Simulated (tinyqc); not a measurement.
MOS inversion layer, Poisson-Schroedinger loop: effect of the sheet density of electrons.

Electrons confined at an insulator interface at z = 0, treated as a hard wall; parabolic valleys, Hartree approximation, no image or exchange terms. The depletion charge lies far deeper than the electrons and gives a uniform field q Nd/(eps0 eps_r); the gate balances all charge. Energies are counted from the band edge at the interface.

Schroedinger equation -(C/mz) psi'' + (V0 + U + dE for set B) psi = E psi, C = hbar^2/(2 m0), psi(0) = 0, on a uniform mesh of 800 nodes with a far wall at 41 nm, 8 levels a set; V0 = q Nd z/(eps0 eps_r); dU/dz = q (Ns - integral of n from 0 to z)/(eps0 eps_r), U(0) = 0; N_k = g md m0 q Vt/(pi hbar^2) ln(1 + exp((EF - E_k)/Vt)), g the number of valleys of the set, sum N_k = Ns. Triangular well: E_k = a_k (C F^2/mz)^(1/3), a_1 = 2.338107, a_2 = 4.087949, C = hbar^2/(2 m0), F in eV/nm. Fang-Howard (all electrons in the lowest level of set A): b^3 = 6 (mz1/C) q (Nd + 11 Ns/32)/(eps0 eps_r), centroid 3/b, level C b^2/(4 mz1) + (3/b) q (Nd + 11 Ns/16)/(eps0 eps_r). The centroid adds 3.9 z_av/eps_r to an oxide-equivalent thickness.

Inputs (values chosen for the exercise); masses and permittivity close to those of silicon (100): temperature T = 300 K; relative permittivity eps_r = 11.5; mass along z of valley set A (2 valley(s)) mz1 = 0.92 m0; in-plane density-of-states mass of set A md1 = 0.193 m0; mass along z of valley set B (4 valley(s)) mz2 = 0.189 m0; in-plane density-of-states mass of set B md2 = 0.419 m0; sheet density of depletion charge Nd = 3.6e11 cm^-2; extra shift of set B (strain) dE = 0.03 eV.

Constants: q = 1.602176634e-19 C, kB = 1.380649e-23 J/K, hbar = 1.054571817e-34 J s, m0 = 9.1093837015e-31 kg, Vt = kB T/q, eps0 = 8.8541878128e-14 F/cm where lengths are in cm, hbar^2/(2 m0) = 0.0380998212 eV nm^2. Results are converted to the units shown.

Effect of the sheet density of electrons:

| Ns (cm^-2) | A1 (meV) | B1 (meV) | EF (meV) | share of A1 (%) | share of set A (%) | centroid z_av (nm) | added oxide equivalent (nm) | Fang-Howard centroid (nm) |
|---|---|---|---|---|---|---|---|---|
| 1e11 | 29.6 | 79.2 | -94.4 | 34.3 | 68.6 | 5.56 | 1.89 | 3.11 |
| 2.1e11 | 33.7 | 84.9 | -69.6 | 36.2 | 69.4 | 5.30 | 1.80 | 3.01 |
| 4.5e11 | 41.8 | 96.2 | -39.0 | 39.9 | 70.8 | 4.83 | 1.64 | 2.84 |
| 9.7e11 | 56.9 | 117 | 0.717 | 46.3 | 73.5 | 4.16 | 1.41 | 2.58 |
| 2.1e12 | 84.0 | 154 | 54.7 | 55.4 | 77.5 | 3.35 | 1.14 | 2.22 |
| 4.4e12 | 128 | 212 | 128 | 65.2 | 81.9 | 2.61 | 0.884 | 1.85 |
| 9.4e12 | 204 | 311 | 242 | 73.4 | 85.7 | 1.97 | 0.669 | 1.49 |
| 2e13 | 332 | 477 | 427 | 77.1 | 87.0 | 1.51 | 0.513 | 1.18 |

As Ns goes from 1e11 to 2e13, A1 rises from 29.6 to 332 meV, the share of A1 rises from 34.3 to 77.1 % and the centroid falls from 5.56 to 1.51 nm. A1 goes as Ns^(0.64) between the last two rows (a triangular well in the field of that charge alone gives 2/3). EF lies more than 2 meV above A1 for Ns = 9.4e12, 2e13. The Fang-Howard centroid is 44 % below the full one in the first row, where A1 holds 34.3 %, and 22 % below it in the last, where A1 holds 77.1 %. For Ns = 1e11, 2.1e11, 4.5e11, 9.7e11 the eighth level of a set still holds over 0.4 % of the electrons, so more levels and a farther wall would raise the centroid.

tinyqc, about 1 s, one thread, Intel Xeon 2.30GHz (shared host): `OMP_NUM_THREADS=1 python tinyqc.py 2160022 2160023 out.jsonl`
